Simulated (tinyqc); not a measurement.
Adding atomic layers: valley splitting of a silicon quantum well in envelope theory.

The well lies at 0 < z < L; U(z) = V0 [1/(1 + exp(z/w)) + 1/(1 + exp((L - z)/w))] - e F z, 1 mV/nm = 1e-4 eV/angstrom. The envelope psi solves -(c/ml) psi'' + U psi = E psi, c = hbar^2/2m0, by three-point differences on a grid of 0.1 angstrom from -40 to L + 40 angstrom. The two valleys at +/- k0 couple through D = C0 times the integral of exp(-i q z) U(z) psi^2, q = 2 k0 (2 pi/a), and split by Ev = 2|D|.

Constants: hbar^2/2m0 = 3.80998211 eV angstrom^2.

Parameters, chosen for this exercise (near those of a strained Si well in SiGe; shifted at random, so the results belong to these values and not to a real crystal): V0 = 0.22 eV (conduction offset); ml = 0.901 m0 (mass along z); F = 14.9 mV/nm (field pressing towards the upper interface); k0 = 0.84 2 pi/a (valley position); a = 5.431 angstrom (lattice constant); C0 = 0.255 (Bloch overlap factor); Ls = (98, 99.4, 100.7, 102.1, 103.4, 104.8, 106.1, 107.5) angstrom (widths in steps of one atomic layer, a/4, rounded to the grid); F2 = 1 mV/nm (second field, zero or weak); w1 = 0.5 angstrom (interface width for this table).

The smooth splitting Ev = 2|D| with w = w1, at the field F2 and at F.

Results:
```
L (angstrom)  q L mod 2 pi  Ev at F2 (micro-eV)  Ev at F (micro-eV)
98.0                  1.98                 8.04                 115
99.4                  4.70                 11.8                 115
100.7                 0.94                 7.76                 115
102.1                 3.66                 10.7                 115
103.4                 6.19                 9.27                 115
104.8                 2.63                 8.76                 115
106.1                 5.16                 10.3                 116
107.5                 1.59                 7.56                 116
```

What can be read from this table?

At F2 the splitting swings between 7.56 and 11.8 micro-eV, a ratio of 1.57, as the two interfaces add with the phase q L, which advances on average by 2.64 rad a layer. At F the ratio is 1.00, where in the first row psi^2 at the upper interface is 4.72e+06 times that at the lower one: one interface dominates and the interference fades.

(tinyqc, `OMP_NUM_THREADS=1 python tinyqc.py 1280779 1280780 out.jsonl`, Intel(R) Xeon(R) Processor @ 2.30GHz, 1 thread, shared host, about 0.2 s.)
